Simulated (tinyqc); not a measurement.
Moment against temperature: Stoner model of a band ferromagnet.

Density of states per atom and spin: flat with a rise to the top, D(e) = (M/W) [1 - sp + 4 sp (e/W + 1/2)^3]. Levels e -/+ I m/2 for up and down spin, m = n_up - n_down, n_up + n_down = nd. At zero temperature e(N) is the energy below which N states lie, and E(m) = sum over spins of integral e D de - I m^2/4.

Constants: kB = 8.617333262e-05 eV/K.

Values chosen for the exercise: W = 4.9 eV (band width, e from -W/2 to W/2); M = 5 (states per atom and spin); nd = 9.23 (electrons per atom); sp = 0.61 (shape parameter); I = 0.58 eV (Stoner parameter).

Fermi-Dirac occupations on 600 equal energy intervals; m is iterated from saturation until it changes by less than 1e-7 or for 400 rounds; the paramagnet is unstable while I times the mean of D weighted by -df/de exceeds 1.

Results:

| T/Tc | T (K) | m (muB) | I D(T) of the paramagnet |
|---|---|---|---|
| 0.10 | 153 | 0.770 | 1.556 |
| 0.30 | 459 | 0.766 | 1.507 |
| 0.50 | 766 | 0.729 | 1.358 |
| 0.65 | 996 | 0.661 | 1.237 |
| 0.80 | 1225 | 0.537 | 1.127 |
| 0.90 | 1378 | 0.397 | 1.060 |
| 0.95 | 1455 | 0.287 | 1.029 |
| 1.10 | 1685 | 0.000 | 0.945 |

Tc (from I D(T) = 1) = 1.53e+03 K

kB Tc = 0.132 eV, 0.30 of the exchange splitting at zero temperature. m keeps 0.95 of its first value at half Tc and 0.52 at 0.9 Tc. The model knows only Stoner excitations; spin waves and local moments bring the ordering temperature below the Stoner value.

(tinyqc, `OMP_NUM_THREADS=1 python tinyqc.py 1682036 1682037 out.jsonl`, Intel(R) Xeon(R) Processor @ 2.30GHz, 1 thread, shared host, about 0.2 s.)
